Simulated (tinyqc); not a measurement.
## Trap density from swing and capacitance

Inverse problem. In an MOS structure at one bias the subthreshold swing is S = Vt ln 10 (1 + (Cd + q Dit)/Cox) and 1/C_HF = 1/Cox + 1/Cd, Cox = 3.9 eps0/EOT. Find Cd and Dit.

Inputs (values chosen for the exercise): temperature T = 300 K; equivalent oxide thickness EOT = 4.5 nm.

Constants: q = 1.602176634e-19 C, kB = 1.380649e-23 J/K, Vt = kB T/q, eps0 = 8.8541878128e-14 F/cm where lengths are in cm. Results are converted to the units shown.

S = 83.570035 mV/decade
C_HF = 199.88847 nF/cm^2

Solution. C_HF gives Cd, and the swing gives Cd + q Dit.

Cd = 270.3 nF/cm^2
Dit = 2.475e11 cm^-2 eV^-1

tinyqc, about 0.01 s, one thread, Intel Xeon 2.30GHz (shared host): `OMP_NUM_THREADS=1 python tinyqc.py 2030107 2030108 out.jsonl`
